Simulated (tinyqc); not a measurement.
Six-band Luttinger-Kohn model with strain: sweeps and comparisons. A value that a table varies takes the place of the one given here.

Six-band Luttinger-Kohn model in the basis |3/2,3/2>, |3/2,1/2>, |3/2,-1/2>, |3/2,-3/2>, |1/2,1/2>, |1/2,-1/2>, electron energies, zero at the top of the unstrained valence band. H = -[rows: (P+Q, -S, R, 0, -S/r2, r2 R); (-S*, P-Q, 0, R, -r2 Q, r32 S); (R*, 0, P-Q, S, r32 S*, r2 Q); (0, R*, S*, P+Q, -r2 R*, -S*/r2); (-S*/r2, -r2 Q, r32 S, -r2 R, P+Dso, 0); (r2 R*, r32 S*, r2 Q, -S/r2, 0, P+Dso)], r2 = sqrt(2), r32 = sqrt(3/2). Levels are twofold.

P = c g1 k^2 - av tr(e); Q = c g2 (kx^2 + ky^2 - 2 kz^2) - (b/2)(exx + eyy - 2 ezz); R = c sqrt3 [-g2 (kx^2 - ky^2) + 2i g3 kx ky] + (sqrt3/2) b (exx - eyy) - i d exy; S = 2 c sqrt3 g3 (kx - i ky) kz - d (exz - i eyz); c = hbar^2/2m0, e the strain tensor (not engineering shear).

s11 = (C11 + C12)/((C11 - C12)(C11 + 2 C12)), s12 = -C12/((C11 - C12)(C11 + 2 C12)), s44 = 1/C44; exx = s11 sxx + s12 (syy + szz) and cyclic, exy = s44 sxy/2; tension is positive. A uniaxial stress X along the unit vector n is s_ij = X n_i n_j.

Constants: hbar^2/2m0 = 3.80998211 eV angstrom^2.

Inputs chosen for the exercise (near those of Ge; shifted at random, so the results belong to these values and not to a real crystal): Dso = 0.292 eV (spin-orbit splitting); g1 = 13.54 (Luttinger gamma1); g2 = 4.21 (gamma2); g3 = 5.67 (gamma3); av = 1.21 eV (valence hydrostatic potential); b = -2.65 eV (tetragonal shear potential); d = -5.22 eV (trigonal shear potential); C11 = 124.1 GPa; C12 = 45.8 GPa; C44 = 69.5 GPa; load = biaxial (001) (kind of stress); X1 = 2 GPa (size of the stress); E_h = 25 meV (hole energy below the top); X = -0.79 GPa (stress).

## Sweep of a biaxial (001) stress

Edges at k = 0 and curvature masses of the top pair along [100] and [001] (step 0.0002 1/angstrom); at zero stress the top is fourfold and has no single curvature.

Edges and masses:

| X (GPa) | top (eV) | second (eV) | third (eV) | splitting (meV) | m [100] | m [001] |
|---|---|---|---|---|---|---|
| -2.10 | 0.0475 | -0.0557 | -0.3544 | 103.3 | 0.056 | 0.195 |
| -1.40 | 0.0317 | -0.0459 | -0.3249 | 77.6 | 0.056 | 0.195 |
| -0.70 | 0.0158 | -0.0274 | -0.3040 | 43.3 | 0.056 | 0.195 |
| 0.00 | 0.0000 | 0.0000 | -0.2920 | 0.0 | - | - |
| 0.70 | 0.0351 | -0.0158 | -0.2877 | 50.9 | 0.123 | 0.041 |
| 1.40 | 0.0758 | -0.0317 | -0.2890 | 107.5 | 0.137 | 0.038 |
| 2.10 | 0.1206 | -0.0475 | -0.2944 | 168.1 | 0.149 | 0.037 |

The splitting reaches 103.3 meV under compression and 168.1 meV under the same tension; linear shear terms alone would make the two equal, and the difference comes from the coupling to the split-off band. At the ends of the sweep the top pair has a mass along [100] of 0.056 under compression and 0.149 under tension, so compression gives the lighter holes along [100]; along [001] it has 0.195 and 0.037. The top edge itself moves by +48 and +121 meV.

## Which stress helps holes along [110]

Each load has size X1 (biaxial: sxx = syy); masses are curvatures of the top pair at k = 0.

Results:

| load | splitting (meV) | top edge (meV) | m [110] | m [001] |
|---|---|---|---|---|
| uniaxial [110], compression | 112.6 | 52.5 | 0.034 | 0.151 |
| uniaxial [110], tension | 85.3 | 63.4 | 0.264 | 0.047 |
| uniaxial [100], compression | 159.3 | 80.4 | 0.059 | 0.148 |
| uniaxial [100], tension | 100.1 | 78.9 | 0.087 | 0.056 |
| uniaxial [111], compression | 97.6 | 43.0 | 0.046 | 0.074 |
| uniaxial [111], tension | 72.4 | 54.6 | 0.127 | 0.074 |
| biaxial (001), compression | 100.1 | 45.2 | 0.056 | 0.195 |
| biaxial (001), tension | 159.3 | 114.0 | 0.148 | 0.037 |

The lightest mass along [110] (0.034) comes with uniaxial [110], compression. The largest splitting (159.3 meV) comes with uniaxial [100], compression; biaxial (001), tension. The heaviest mass along [001] (0.195), which lowers the confinement energy in a (001) channel, comes with biaxial (001), compression. The splitting per GPa follows b (s11 - s12) for loads along cube axes and d s44 for [111]: here 2 |b| (s11 - s12) = 67.7 and |d| s44/sqrt3 = 43.4 meV per GPa in the limit of large Dso; where the splitting nears Dso, mixing with the split-off band makes it depend on the sign of the load.

## Warping of the constant-energy contours (six-band Luttinger-Kohn model)

No strain (e = 0). In the plane kz = 0, |k| where the top and second pairs lie E_h below the top, against the angle from [100]; m = c k^2/E_h.

Contours:

| angle (degrees) | k top (1/angstrom) | k second (1/angstrom) | m top (m0) | m second (m0) |
|---|---|---|---|---|
| 0 | 0.0358 | 0.0175 | 0.195 | 0.047 |
| 9 | 0.0367 | 0.0174 | 0.205 | 0.046 |
| 18 | 0.0393 | 0.0172 | 0.235 | 0.045 |
| 27 | 0.0433 | 0.0170 | 0.286 | 0.044 |
| 36 | 0.0478 | 0.0168 | 0.348 | 0.043 |
| 45 | 0.0500 | 0.0168 | 0.381 | 0.043 |

The heavy contour reaches 1.396 times as far along [110] as along [100], the light one 0.956 times. The warping follows g3 - g2 = 1.46 and would vanish for g2 = g3. Along [100] the heavy mass is 1/(g1 - 2 g2) = 0.195 at any energy, while the light one is 0.0468, against 1/(g1 + 2 g2) = 0.0455 at the edge, for E_h/Dso = 0.09.

## What each parameter does

Edges at k = 0 under a biaxial (001) stress X and the curvature mass of the top pair along [100] (step 0.0002 1/angstrom). Each row changes one parameter from the base and keeps the others.

Results:

| case | top (eV) | second (eV) | third (eV) | mass (m0) |
|---|---|---|---|---|
| base | 0.0179 | -0.0303 | -0.3061 | 0.056 |
| av = 0.968 eV | 0.0196 | -0.0285 | -0.3044 | 0.056 |
| Dso = 0.35 eV | 0.0179 | -0.0312 | -0.3632 | 0.056 |
| g2 = 3.368 | 0.0179 | -0.0303 | -0.3061 | 0.059 |
| C11 = 99.28 GPa | 0.0291 | -0.0376 | -0.3136 | 0.056 |
| C12 = 54.96 GPa | 0.0221 | -0.0316 | -0.3070 | 0.056 |
| g1 = 10.832 | 0.0179 | -0.0303 | -0.3061 | 0.066 |
| X = -0.632 GPa | 0.0143 | -0.0251 | -0.3024 | 0.056 |

The largest shifts from the base row, up to three for each result and ties (the steps differ in size, so this ranks the rows, not the parameters). top (eV): C11 +0.0113, C12 +0.0042, X -0.0036; unchanged at the printed digits by Dso, g2 and g1. second (eV): C11 -0.0073, X +0.0052, av +0.0018; unchanged at the printed digits by g2 and g1. third (eV): Dso -0.0571, C11 -0.0075, X +0.0037; unchanged at the printed digits by g2 and g1. mass (m0): g1 +0.010, g2 +0.003; unchanged at the printed digits by av, Dso, C11, C12 and X. The Luttinger parameters multiply k^2 and cannot move the edges; av shifts all edges alike and leaves the mass.

Program tinyqc; command `OMP_NUM_THREADS=1 python tinyqc.py 1050062 1050063 out.jsonl`; about 0.04 s on one thread of a shared Intel(R) Xeon(R) Processor @ 2.30GHz.
